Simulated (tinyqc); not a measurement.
CMOS inverter, nodal equation and switching: one step of the calculation.

An n-channel pull-down (bn, VTn) and a p-channel pull-up (bp, VTp) share the input Vin and the output node Vout, which carries the load C. Transistor (EKV form, voltages against the body): I = 2 n b Vt^2 [F(vp - Vs) - F(vp - Vd)] from drain to source, F(v) = ln^2(1 + exp(v/(2 Vt))), vp = (Vg - VT + sg |Vd - Vs|)/n. n-channel bodies are at 0; for the p-channel device all voltages are counted down from Vdd. b in uA/V^2 gives I in uA. Static: In = Ip. Transient: C dVout/dt = Ip - In. No velocity saturation, no gate capacitance beyond C.

Task. One time step of the falling output. The input steps to Vdd at t = 0; I = In - Ip. Implicit Euler: V(new) = V - (dt/C) I(V(new)), solved for V(new); 1 ps uA/fF = 1 mV.

Inputs (values chosen for the exercise):
```
symbol  value    unit                                  meaning
T         300       K                              temperature
Vdd       0.8       V                           supply voltage
n        1.11                                     slope factor
sg      0.102                   drain-induced barrier lowering
VTn      0.42       V                      n-channel threshold
VTp      0.34       V          p-channel threshold (magnitude)
bn        230  uA/V^2  gain factor of the pull-down transistor
bp        300  uA/V^2    gain factor of the pull-up transistor
C         1.5      fF                         load capacitance
dt          7      ps                                time step
```

Constants: q = 1.602176634e-19 C, kB = 1.380649e-23 J/K, Vt = kB T/q. Results are converted to the units shown.

Vout after step 1 = 0.70141203 V

Find: I(V); I(V(new)); Vout after step 2.

Result.

I(V) = 21.13 uA
I(V(new)) = 20.23 uA
Vout after step 2 = 0.6070 V

Numbers from tinyqc (`OMP_NUM_THREADS=1 python tinyqc.py 2340083 2340084 out.jsonl`; about 0.03 s on one thread of a shared Intel Xeon 2.30GHz).
